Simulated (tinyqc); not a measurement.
Inside a calculation. Method: coherent transport through a tight-binding region between two chains. One step of it, computed by the program tinyqc.

Problem. Transmission at E = 0.89 eV. Surface Green function g = (E - i sqrt(4 t^2 - E^2)) / (2 t^2); self-energy tc^2 g on each contact site; G = (E - H - Sigma)^(-1); Gamma = -2 Im Sigma; T = Gamma_L Gamma_R |G_LR|^2; local density of states -Im G_ii / pi.

H of the central region (eV), lower triangle:
```
,1,2,3,4
1,0.000000
2,-2.490000,0.000000
3,0.000000,-2.490000,0.000000
4,-2.490000,0.000000,-2.490000,0.000000
```

Leads: semi-infinite chains with site energy 0:
```
parameter,value
lead hopping t (eV),2.530000
coupling to the left lead (eV),0.340000
coupling to the right lead (eV),0.450000
left contact site,1
right contact site,4
```

E = 0.890000 eV

Give: g; G; local density of states; transmission.

Solution.

g = 0.0695-0.3891i 1/eV

G (1/eV), lower triangle:
```
,1,2,3,4
1,0.5454-0.0143i
2,0.1036+0.0023i,0.5470-0.0274i
3,-0.5824+0.0134i,0.1025+0.0075i,0.5458-0.0161i
4,0.1046-0.0071i,-0.5836+0.0247i,0.1040-0.0017i,0.5465-0.0241i
```

local density of states (1/eV): 0.0045  0.0087  0.0051  0.0077

transmission = 1.56e-04
